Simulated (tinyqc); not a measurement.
Which clusters to keep: cluster expansion of a binary alloy: correlations, fit, cross-validation and ground states. Computed by tinyqc, a small Python program. Command: `OMP_NUM_THREADS=1 python tinyqc.py 3021495 3021496 out.jsonl clex walk`. One thread of a shared host (Intel(R) Xeon(R) Processor @ 2.30GHz), about 0.07 s of CPU time with the checks.

s = +1 for A and -1 for B. Energy per site E = J0 + J1 P(point) + sum over clusters of m V P, with P the mean product of spins; V > 0 on a pair favours unlike neighbours. Clusters per site m: pair 1 4, pair 2 3, pair 3 6, triplet 12; the triplet is two first-neighbour bonds closed by a second-neighbour bond. Formation energies are counted from the line between pure A and pure B, which removes J0 and J1.

Inputs (values chosen for the exercise, for a model alloy):
```
quantity                     value      unit
first-pair interaction V1     25.6       meV
second-pair interaction V2  0.0019       meV
third-pair interaction V3     -3.1       meV
triplet interaction Vt       -0.73       meV
noise amplitude                6.5  meV/site
```

Lattice: bcc.

Method:
- Design matrix of formation energies: m (P - 1) for pairs and m (P(triplet) - P(point)) for the triplet; x = (1 - P(point))/2.
- Exact: X V with V = (V1, V2, V3, Vt). The data to fit add the noise amplitude times the normal numbers, standing for what the clusters leave out.
- For each set, H = X (X^T X)^-1 X^T over the structures between the ends; residual e = E - H E; leave-one-out error e_i/(1 - H_ii); both as root mean squares.

correlations P, counted on periodic cells:
```
                     point    pair 1    pair 2    pair 3   triplet
A                  1.00000   1.00000   1.00000   1.00000   1.00000
A3B D0_3           0.50000   0.00000   0.00000   1.00000  -0.50000
A3B (001) layers   0.50000   0.00000   0.66667   0.33333   0.16667
A2B C11_b          0.33333  -0.33333   0.55556   0.11111  -0.11111
AB B2              0.00000  -1.00000   1.00000   1.00000   0.00000
AB B32             0.00000   0.00000  -1.00000   1.00000   0.00000
A2B2 B11           0.00000   0.00000   0.33333  -0.33333   0.00000
AB (110) layers    0.00000   0.00000  -0.33333  -0.33333   0.00000
AB2 C11_b         -0.33333  -0.33333   0.55556   0.11111   0.11111
AB3 D0_3          -0.50000   0.00000   0.00000   1.00000   0.50000
AB3 (001) layers  -0.50000   0.00000   0.66667   0.33333  -0.16667
B                 -1.00000   1.00000   1.00000   1.00000  -1.00000
```

standard normal numbers for the noise (0 for the pure ends): A 0.000, A3B D0_3 0.870, A3B (001) layers -0.151, A2B C11_b 1.759, AB B2 -0.718, AB B32 -0.912, A2B2 B11 -0.579, AB (110) layers -0.037, AB2 C11_b 1.735, AB3 D0_3 -0.823, AB3 (001) layers -0.161, B 0.000

X:
```
                   pair 1   pair 2   pair 3   triplet
A                  0.0000   0.0000   0.0000    0.0000
A3B D0_3          -4.0000  -3.0000   0.0000  -12.0000
A3B (001) layers  -4.0000  -1.0000  -4.0000   -4.0000
A2B C11_b         -5.3333  -1.3333  -5.3333   -5.3333
AB B2             -8.0000   0.0000   0.0000    0.0000
AB B32            -4.0000  -6.0000   0.0000    0.0000
A2B2 B11          -4.0000  -2.0000  -8.0000    0.0000
AB (110) layers   -4.0000  -4.0000  -8.0000    0.0000
AB2 C11_b         -5.3333  -1.3333  -5.3333    5.3333
AB3 D0_3          -4.0000  -3.0000   0.0000   12.0000
AB3 (001) layers  -4.0000  -1.0000  -4.0000    4.0000
B                  0.0000   0.0000   0.0000    0.0000
```

data (meV/site): A 0.000, A3B D0_3 -87.991, A3B (001) layers -88.063, A2B C11_b -104.676, AB B2 -209.467, AB B32 -108.339, A2B2 B11 -81.367, AB (110) layers -77.848, AB2 C11_b -112.618, AB3 D0_3 -116.515, AB3 (001) layers -93.968, B 0.000

Fits:
```
clusters     fit error (meV/site)  leave-one-out error (meV/site)  largest H_ii
V1                         15.005                          17.452       0.27481
V1 V2                      15.004                          22.957       0.53206
V1 V3                       8.681                          10.425       0.51153
V1 V2 Vt                   13.449                          22.900       0.53206
V1 Vt                      13.451                          17.317       0.45078
V1 V2 V3                    8.516                          12.166       0.71178
V1 V3 Vt                    5.580                           7.576       0.51153
V1 V2 V3 Vt                 5.320                           9.558       0.71178
```

leave-one-out error without pair 3 = 22.900 meV/site

leave-one-out error with all four = 9.5584 meV/site

What follows from these numbers?

The fit error can only fall as clusters are added, to 5.32 meV with all four. The leave-one-out error is least for V1 V3 Vt (7.58 meV), and all four give 9.56: the extra terms fit noise more than signal.

Extremes, crossings and ranges named in words are read from the listed rows.
